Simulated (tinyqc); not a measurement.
Size of the test strain: deformation potentials from a strained empirical pseudopotential.

Diamond lattice, no spin-orbit coupling. Atomic form factor V(q) = a1 (q^2 - a2)/(a3 exp(a4 q^2) - 1) in rydberg with q in 1/bohr, for the unstrained cell. Under a strain e the reciprocal vectors and k go over into (1 + e)^(-1) G, the atoms sit at +/- tau with tau = (1 + e) a (1,1,1)/8 - zeta a (eyz, ezx, exy)/4, and H(G,G') = c |k + G|^2 delta + (V(q)/det(1 + e)) cos(q.tau), q = G - G', with the term q = 0 left out; c = hbar^2/2m0. The basis is fixed before straining: all G with |k + G|^2 up to 16 (2 pi/a)^2. k is given in units of 2 pi/a of the unstrained cell.

Constants: hbar^2/2m0 = 3.80998211 eV angstrom^2; Ry = 13.60569312 eV; a0 (Bohr radius) = 0.5291772105 angstrom.

Values chosen for the exercise (out of a larger set: a germanium-sized cell with gaps well above those of Ge; not measured data): a = 5.652 angstrom (lattice constant); A = (0.396, 2.447, 2.063, 0.451) (a1 (Ry bohr^2), a2 (1/bohr^2), a3, a4 (bohr^2)); kD = 0.82 2 pi/a (position of the Delta minimum).

e = diag(-h/2, -h/2, h). Xu = [E(Delta z) - E(Delta x)]/(1.5 h) at fixed kD, b = [E(Z) - E(X, Y)]/(4.5 h); one-sided from +h alone, central from +h and -h.

Results (eV):

| h | Xu one-sided | Xu central | b one-sided | b central |
|---|---|---|---|---|
| 0.0010 | 7.799 | 7.802 | -2.991 | -2.988 |
| 0.0025 | 7.794 | 7.802 | -2.996 | -2.988 |
| 0.0050 | 7.787 | 7.802 | -3.004 | -2.988 |
| 0.0100 | 7.773 | 7.803 | -3.021 | -2.988 |
| 0.0200 | 7.746 | 7.806 | -3.054 | -2.988 |
| 0.0300 | 7.721 | 7.811 | -3.087 | -2.989 |

From h = 0.001 to 0.03 the one-sided Xu drifts by -0.077 eV and the central one by +0.009 eV; for b the drifts are -0.096 and -0.001 eV. The central difference cancels the term of second order in the strain, so its error goes as h^2. At h = 0.02 the linear law errs by 0.7 % for the valley splitting and 2.2 % for the valence splitting.

Computed by tinyqc, a small Python program: `OMP_NUM_THREADS=1 python tinyqc.py 1851072 1851073 out.jsonl` (the numbers bound the seed that draws the inputs); one thread of a shared host (Intel(R) Xeon(R) Processor @ 2.30GHz), about 0.2 s for the whole set of steps.
